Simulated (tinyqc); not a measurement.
Debye-Callaway model of lattice thermal conductivity: one step, computed by the program tinyqc.

Three acoustic branches with one velocity v, cut at omega_D = k_B Theta/hbar; x = hbar omega/(k_B T). v and Theta are separate inputs: Theta cuts off the heat-carrying modes, so C need not reach 3 k_B/V. gamma is an effective value that sets the umklapp rate.

Problem. The integrand on a coarse grid. Rates: point defects A omega^4; umklapp B omega^2 T exp(-Theta/(b T)) with B = hbar gamma^2/(M v^2 Theta); normal processes f_N B omega^2 T (T/Theta)^2. Boundaries: v/L. x runs in ten equal steps to min(Theta/T, 12); g = x^4 e^x/(e^x - 1)^2; tau_C is the inverse of all rates summed; the last column is c tau_C g with c = (k_B/(2 pi^2 v)) (k_B T/hbar)^3.

Inputs (values chosen for the exercise, modelled on indium phosphide):
```
quantity                              value        unit
sound velocity v                       3520         m/s
Debye temperature Theta                 327           K
mean atomic mass M                     72.9           u
effective Grueneisen parameter gamma   1.56           -
umklapp exponent divisor b                3           -
Casimir length L                         80  micrometre
normal-process factor f_N              0.82           -
temperature T                            20           K
```

Sample: crystal. Point defects: vacancies. Normal processes: included.

Rayleigh coefficient A = 3.199012e-43 s^3

Constants: k_B = 1.380649e-23 J/K; hbar = 1.054571817e-34 J s; u = 1.6605390666e-27 kg.

Give: Integrand.

Solution.

Integrand:
```
x         g  tau_C (s)  c tau_C g (W/(m K))
1.2   1.279  1.317e-08            6.008e+01
2.4   3.640  1.832e-09            2.379e+01
3.6   4.851  3.881e-10            6.716e+00
4.8   4.441  1.244e-10            1.971e+00
6.0   3.228  5.115e-11            5.890e-01
7.2   2.009  2.470e-11            1.771e-01
8.4   1.120  1.334e-11            5.331e-02
9.6   0.575  7.824e-12            1.606e-02
10.8  0.278  4.886e-12            4.837e-03
12.0  0.127  3.206e-12            1.457e-03
```

The integrand is largest at the lowest frequency shown, whose long lifetime outweighs its small heat capacity.
